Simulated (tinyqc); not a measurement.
Shape and dimension: cylindrical quantum wire.

Constants: hbar^2/2m0 = 3.80998211 eV angstrom^2.

Parameters, chosen for this exercise (near those of a non-polar GaN wire in AlN; not measured data):
- R = 20 angstrom (radius)
- V0 = 1.906 eV (barrier height)
- mw = 0.197 m0 (mass inside)
- mb = 0.306 m0 (mass outside)

Lowest level with hard walls: film c (pi/2R)^2/mw, cylinder c (2.404826/R)^2/mw, sphere c (pi/R)^2/mw, square or cube of side a: 2 or 3 times c (pi/a)^2/mw; c = hbar^2/2m0. Finite barriers V0 with outer mass mb and psi, psi'/m continuous for film, cylinder and sphere (not separable for the square and the cube: dash).

Cases:
```
shape
film, width 2R
cylinder, radius R
square wire of equal area
sphere, radius R
cube of equal volume
```

Rank the cases by hard walls, lowest first.

Answer: film, width 2R, cylinder, radius R, square wire of equal area, sphere, radius R, cube of equal volume.

Lowest level (eV):
```
shape                      hard walls  finite barrier
film, width 2R                 0.1193          0.0831
cylinder, radius R             0.2796          0.1926
square wire of equal area      0.3038               -
sphere, radius R               0.4772          0.3249
cube of equal volume           0.5509               -
```

With hard walls the levels of film, cylinder and sphere stand as 1 : 2.34 : 4.00; with the finite barrier as 1 : 2.32 : 3.91. The square lies 8.6 % above the circle of equal area and the cube 15.5 % above the sphere of equal volume: round shapes give the lowest level for a given size.

Program tinyqc; command `OMP_NUM_THREADS=1 python tinyqc.py 1250975 1250976 out.jsonl`; about 0.02 s on one thread of a shared Intel(R) Xeon(R) Processor @ 2.30GHz.
